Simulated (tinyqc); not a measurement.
Thin film between two gates, subbands and threshold shift from confinement: one step of the calculation.

Undoped body with a flat potential across it, hard walls, transport along x. One isotropic valley (g = 1, mx = my = mz = me). Non-parabolicity enters the subband edges through E (1 + al E) = gamma, so E = 2 gamma/(1 + sqrt(1 + 4 al gamma)); motion within a subband is taken as parabolic with the band-edge mass. Energies are counted from the bulk band edge.

Task. Lowest subbands. gamma = C (pi k/(t + dl))^2/mz, C = hbar^2/(2 m0). List the 5 lowest, labelled by quantum numbers, with degeneracy g and N_k: N_k = g sqrt(mx my) m0 kB T/(pi hbar^2).

Parameters, values chosen for the exercise; masses close to those of In0.53Ga0.47As:
```
symbol,value,unit,meaning
T,300,K,temperature
me,0.0415,m0,mass at the band edge
al,1.2,1/eV,non-parabolicity
t,14.3,nm,film thickness (along z)
dl,0.2,nm,widening of the box by penetration into the insulator
```

Constants: q = 1.602176634e-19 C, kB = 1.380649e-23 J/K, hbar = 1.054571817e-34 J s, m0 = 9.1093837015e-31 kg, Vt = kB T/q, hbar^2/(2 m0) = 0.0380998212 eV nm^2. Results are converted to the units shown.

Find: E_k; g; N_k.

Result.

| subband | E_k (eV) | g | N_k (cm^-2) |
|---|---|---|---|
| 1 | 0.04107 | 1 | 4.482e11 |
| 2 | 0.1466 | 1 | 4.482e11 |
| 3 | 0.2882 | 1 | 4.482e11 |
| 4 | 0.4483 | 1 | 4.482e11 |
| 5 | 0.6184 | 1 | 4.482e11 |

Range of the model: Non-parabolicity also makes carriers heavier within each subband, which is left out, so densities of states are understated at high energy.

Computed by the program tinyqc: `OMP_NUM_THREADS=1 python tinyqc.py 2350141 2350142 out.jsonl`, one thread of a shared Intel Xeon 2.30GHz, about 0.04 s for the whole run.
